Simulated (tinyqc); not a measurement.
## Dose and depth of a threshold implant

Problem. A sheet of D acceptors per cm^2 lies at depth xi inside the depleted layer of a body doped Na. In the depletion approximation VT = Vfb + f2 + q D/Cox + gamma sqrt(f2 + Vsb - q D xi/(eps0 eps_r)), gamma = sqrt(2 eps0 eps_r q Na)/Cox, Cox = eps0 eox/tox. Find gamma, D and xi.

Inputs (values chosen for the exercise); band and dielectric values close to those of 4H silicon carbide:
- eps_r = 9.69 (relative permittivity)
- Na = 1.1e18 cm^-3 (acceptor density deep in the body)
- eox = 7.51 (relative permittivity of the gate insulator (close to silicon nitride))
- tox = 7.9 nm (insulator thickness)
- Vfb = -0.69 V (flat-band voltage)
- f2 = 3.128 V (band bending 2 phiF at threshold)

Constants: q = 1.602176634e-19 C, eps0 = 8.8541878128e-14 F/cm where lengths are in cm. Results are converted to the units shown.

VT against the source at Vsb = 0 and 1.6 V (V): 3.7857688  4.0577905

Solution. With y^2 = f2 - q D xi/(eps0 eps_r) and d the difference of the thresholds over gamma, sqrt(y^2 + Vsb) - y = d gives y = (Vsb - d^2)/(2 d). The first threshold then gives D, and y^2 gives xi.

gamma = 0.6533 V^0.5
D = 1.200e12 cm^-2
xi = 8.600 nm

Numbers from tinyqc (`OMP_NUM_THREADS=1 python tinyqc.py 2080167 2080168 out.jsonl`; about 0.7 s on one thread of a shared Intel Xeon 2.30GHz).
